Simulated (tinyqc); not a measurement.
IGBT as a p-i-n diode in series with a MOS channel, on-state and switching loss: one step of the calculation.

High injection (n = p) in a drift layer from x = -W/2 (anode) to +W/2 (cathode side), recombination only in the layer with lifetime tau, ideal emitters. The channel feeds the cathode side and carries the whole current. Auger recombination, carrier-carrier scattering, emitter losses and the carrier dip under the p body are left out.

Problem. On-state voltage. n(x) = (tau J/(2 q La))[cosh(x/La)/sinh y - B sinh(x/La)/cosh y]. Vm = Vt [(8 b/(b + 1)^2)(sinh y/s) arctan(s sinh y) + B ln((1 + B tanh^2 y)/(1 - B tanh^2 y))], s = sqrt(1 - B^2 tanh^2 y); Vj = Vt ln(n(-W/2) n(W/2)/ni^2), ni = sqrt(Nc Nv) exp(-Eg/(2 Vt)), Eg in volts; Vc = J Rch; Von = Vm + Vj + Vc.

Parameters, values chosen for the exercise; material values close to those of silicon: temperature T = 300 K; band gap Eg = 1.11 eV; conduction-band density of states at T Nc = 2.82e19 cm^-3; valence-band density of states at T Nv = 2.7e19 cm^-3; high-injection lifetime tau = 0.4 us; current density J = 250 A/cm^2; channel and accumulation resistance Rch = 0.8 mohm cm^2.

Constants: q = 1.602176634e-19 C, kB = 1.380649e-23 J/K, Vt = kB T/q. Results are converted to the units shown.

b = 2.9166667
B = 0.48936170
La = 27.189284 um
y = 2.0228557

Wanted: Vm; Vj; Vc; Von.

Solution.

Vm = 0.2236 V
Vj = 0.8223 V
Vc = 0.2000 V
Von = 1.246 V

Vm does not depend on J, since the carrier density grows with it. Junctions, layer and channel take 66, 18 and 16 % of Von.

Program tinyqc, `OMP_NUM_THREADS=1 python tinyqc.py 2590130 2590131 out.jsonl`; Intel Xeon 2.30GHz, shared host, one thread, about 0.01 s.
